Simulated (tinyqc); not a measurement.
Scattering rates of a carrier in a spherical band by Fermi's golden rule: one step, computed by the program tinyqc.

All processes here are isotropic or elastic, and the rate listed is the momentum relaxation rate.

Task: Optical or intervalley phonons. Parabolic band: E = hbar^2 k^2/(2 m), speed v = hbar k/m, states per spin, volume and energy g(E) = m k/(2 pi^2 hbar^2). Masses are multiplied by m_0 and all formulas are in SI units. Phonon occupation N_q = 1/(exp(hbar w/(k_B T)) - 1). Optical or intervalley deformation potential: 1/tau = (pi Z_f D_o^2/(rho w)) [N_q g(E + hbar w) + (N_q + 1) g(E - hbar w)], with g = 0 below the band edge.

Inputs (values chosen for the exercise, for a model non-polar semiconductor):
```
quantity,value,unit
density-of-states mass of one valley m,0.296,m_0
density rho,5590,kg/m^3
phonon energy hbar w,24.9,meV
optical or intervalley deformation potential D_o,5.4,1e8 eV/cm
final valleys Z_f,3,-
temperature T,77,K
carrier energy E,8.4,meV
```

Crystal: non-polar. Band: parabolic. Impurity formula: Brooks-Herring. Further scattering: alloy.

Constants: e = 1.602176634e-19 C; hbar = 6.582119569e-16 eV s; k_B = 8.617333262e-05 eV/K; m_0 = 9.1093837015e-31 kg; hbar = 1.054571817e-34 J s.

Give: absorption rate; emission rate.

Result:

absorption rate = 5.0061e+10 1/s

emission rate = 0 1/s

E lies below hbar w, so emission is forbidden.
